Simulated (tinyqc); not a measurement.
Landau levels of bilayer graphene: one step. Fields of the Hall plateaus.

In a field B along z: l = 1/sqrt((e/hbar) B) is the magnetic length, n_B = B/(h/e) the number of states per area in one level, hbar wc = 2 muB B/m for mass m in m0; 1/angstrom^2 = 1e16/cm^2.

Constants: h/e = 413566.7697 T angstrom^2; e^2/h = 3.874045865e-05 S.

Parameters, chosen for this exercise (out of a larger set: near those of bilayer graphene; not measured data): n = 2.2 x 1e11/cm^2 (electron sheet density).

Task: A plateau is centred where nu = n/n_B equals 4, 8, 12, 16, 20, 24; there rho_xy = h/(nu e^2).

Give: Plateaus.

Result:

Plateaus:
```
nu  B (T)  1/B (1/T)  rho_xy (kohm)
4   2.275     0.4396         6.4532
8   1.137     0.8793         3.2266
12  0.758     1.3189         2.1511
16  0.569     1.7585         1.6133
20  0.455     2.1982         1.2906
24  0.379     2.6378         1.0755
```

Computed by tinyqc, a small Python program: `OMP_NUM_THREADS=1 python tinyqc.py 1250849 1250850 out.jsonl` (the numbers bound the seed that draws the inputs); one thread of a shared host (Intel(R) Xeon(R) Processor @ 2.30GHz), about 0.01 s for the whole set of steps.
